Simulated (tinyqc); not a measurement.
# Growth of the error with array size

Square N x N arrays wired as follows: each row is driven at its left end through one segment rw, neighbouring nodes are joined by rw, each column ends in one more rw and a virtual ground. All cells have G = 16.0 uS and all rows V = 0.2 V, so the ideal current is N V G. The nodal equations are solved exactly.

Parameters, values chosen for the exercise: wire resistance between neighbouring cells rw = 200 ohm.

Results:
```
N	ideal (uA)	first column (uA)	last column (uA)	error of the last column (%)	100 N^2 rw G
2	6.400	6.309	6.289	-1.730	1.280
4	12.80	12.35	12.12	-5.312	5.120
8	25.60	23.17	21.37	-16.53	20.48
12	38.40	31.91	26.89	-29.99	46.08
16	51.20	38.52	29.25	-42.86	81.92
20	64.00	43.29	29.52	-53.87	128.0
```

Estimate the missing row, N = 6.

Computed row:
```
N	ideal (uA)	first column (uA)	last column (uA)	error of the last column (%)	100 N^2 rw G
6	19.20	18.00	17.20	-10.41	11.52
```

With this row back in the table: The error of the last column goes from -1.73 % at N = 2 to -53.9 % at N = 20, as N^(1.64) between N = 4 and 8 and N^(1.02) between the last two rows. The scale N^2 rw G (N segments carrying the current of up to N cells) is 1.24 times the error at N = 8. The last column carries 0.682 of the current of the first at N = 20.

Numbers from tinyqc (`OMP_NUM_THREADS=1 python tinyqc.py 2880047 2880048 out.jsonl`; about 0.02 s on one thread of a shared Intel Xeon 2.30GHz).
